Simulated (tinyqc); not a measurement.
Tight binding, dimerised chain, step by step. One step of it, computed by the program tinyqc.

Question. Bloch Hamiltonian at X. H_AA = +delta, H_BB = -delta, H_AB = -t1 - t2 exp(-i k a).

Parameters chosen for this model:
```
parameter     value                      unit
t1         1.870000       eV, inside the cell
t2         0.340000         eV, between cells
delta      0.950000  eV, +/- on the two sites
```

k point X (2 pi / a): [0.500000]

Give: H(k) at X.

Answer.

H(k) at X (eV), order A, B:
$$\begin{pmatrix}
0.950 & -1.530 \\
-1.530 & -0.950
\end{pmatrix}$$
